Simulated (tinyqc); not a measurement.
Lateral field, substrate current, probability of reaching the oxide barrier and hot-carrier lifetime of a silicon transistor (pseudo-two-dimensional and lucky-electron models): one step, computed by the program tinyqc. Command: `OMP_NUM_THREADS=1 python tinyqc.py 3031335 3031336 out.jsonl hotcar walk`. One thread of a shared host (Intel(R) Xeon(R) Processor @ 2.30GHz), about 0.01 s of CPU time with the checks.

Local-field models: a lucky carrier gains its energy at the peak field over a path free of collisions. Voltages are magnitudes.

Question. Peak lateral field. C_ox = 3.9 eps_0/t; F_sat = 2 v_s/mu; V_Dsat = V_ov F_sat L/(V_ov + F_sat L), V_ov = V_G - V_T; I_D/W = C_ox v_s (V_ov - V_Dsat). Scale length l = 0.22 t^(1/3) x_j^(1/2) (all in cm); F_m = sqrt(((V_D - V_Dsat)/l_e)^2 + F_sat^2), with l_e = l + L_n; length of the velocity-saturated region l_e ln((V_D - V_Dsat)/(l_e F_sat) + F_m/F_sat).

Inputs (values chosen for the exercise, modelled on a silicon n-channel): channel length L = 620 nm; oxide thickness t = 14 nm; junction depth x_j = 100 nm; mobility mu = 300 cm^2/(V s); saturation velocity v_s = 0.87 1e7 cm/s; threshold voltage V_T = 0.49 V; gate voltage V_G = 1.7 V; drain voltage V_D = 3.6 V; ionisation prefactor A_i = 1.8e+06 1/cm; ionisation field B_i = 1.68 MV/cm; hot-carrier mean free path lambda = 8.1 nm; oxide barrier phi_b = 3.1 eV; interface-trap threshold phi_it = 3.6 eV; lifetime constant H = 6 s microampere/micrometre; length of the depleted extension L_n = 44 nm.

Drain: lightly doped extension.

Constants: eps_0 = 8.8541878128e-12 F/m.

Give: scale length l; peak field F_m; velocity-saturated length; energy gained over one free path, e lambda F_m.

Answer.

scale length l = 77.83 nm

peak field F_m = 228.7 kV/cm

velocity-saturated length = 249.6 nm

energy gained over one free path, e lambda F_m = 0.1852 eV

Caution: the empirical formula for l was fitted to oxides of about 15 nm or more; for thinner ones it is an extrapolation.
